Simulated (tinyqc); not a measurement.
## Frequency dispersion of an accumulation capacitance by border traps, distributed model: effect of the decay constant of the wave function in the insulator

Traps spread evenly through the insulator exchange electrons with the semiconductor by tunnelling, with tau(x) = t0 exp(2 ka x) at depth x from the interface. The admittance per area Y seen at depth x obeys dY/dx = -Y^2/(i w eps0 eox) + q Nb ln(1 + i w tau)/tau, with Y(0) = i w Cs and w = 2 pi f; the gate sees Y(tox) = G + i w C. Working variable y = Y/(i w), in uF/cm^2. Cox = eps0 eox/tox.

Cox; trap-free value 1/(1/Cox + 1/Cs); response depth d = ln(1/(w t0))/(2 ka), where w tau = 1; lumped estimate: all traps within d act as C_bt = q Nb d placed at d/2, so C = 1/{1/[1/(1/Cs + d/(2 eps0 eox)) + C_bt] + (tox - d/2)/(eps0 eox)}. C and G from a fine integration; dispersion -d C/d log10 f over C, from f times and over 1.1. For a broad spread of time constants G/w is close to -(pi/2) dC/d ln w.

Inputs (values chosen for the exercise); permittivity close to that of aluminium oxide:

| symbol | value | unit | meaning |
|---|---|---|---|
| eox | 8.35 |  | relative permittivity of the insulator |
| tox | 7.1 | nm | insulator thickness |
| Cs | 0.95 | uF/cm^2 | semiconductor capacitance in accumulation |
| Nb | 7.2e19 | cm^-3 eV^-1 | density of border traps |
| t0 | 3e-10 | s | time constant of a trap at the interface |
| f | 1000 | Hz | frequency |

Constants: q = 1.602176634e-19 C, eps0 = 8.8541878128e-14 F/cm where lengths are in cm. Results are converted to the units shown.

The same in every row: trap-free C (uF/cm^2) = 0.4968.

Effect of the decay constant of the wave function in the insulator:
```
ka (1/nm)  d (nm)  C (uF/cm^2)  G/w (uF/cm^2)  dispersion (% a decade)  -(pi/2) dC/d ln w (uF/cm^2)  lumped C (uF/cm^2)
2.5         2.636        1.052        0.05822                    8.064                      0.05789              0.9601
3.2         2.060       0.9402        0.04161                    6.462                      0.04145              0.8833
3.9         1.690       0.8722        0.03352                    5.616                      0.03342              0.8317
4.6         1.433       0.8251        0.02871                    5.085                      0.02863              0.7938
5.3         1.244       0.7900        0.02546                    4.712                      0.02539              0.7643
6           1.098       0.7625        0.02308                    4.426                      0.02302              0.7406
6.7        0.9837       0.7402        0.02123                    4.195                      0.02118              0.7211
7.4        0.8906       0.7216        0.01973                    4.000                      0.01969              0.7046
```

What does the table show?

As ka goes from 2.5 to 7.4, C falls from 1.05 to 0.722 uF/cm^2, the dispersion falls from 8.06 to 4.00 % a decade and G/w falls from 0.0582 to 0.0197 uF/cm^2. The lumped estimate is 8.8 % below C in the first row and 2.4 % below it in the last.

Computed by the program tinyqc: `OMP_NUM_THREADS=1 python tinyqc.py 2202230 2202231 out.jsonl`, one thread of a shared Intel Xeon 2.30GHz, about 0.5 s for the whole run.
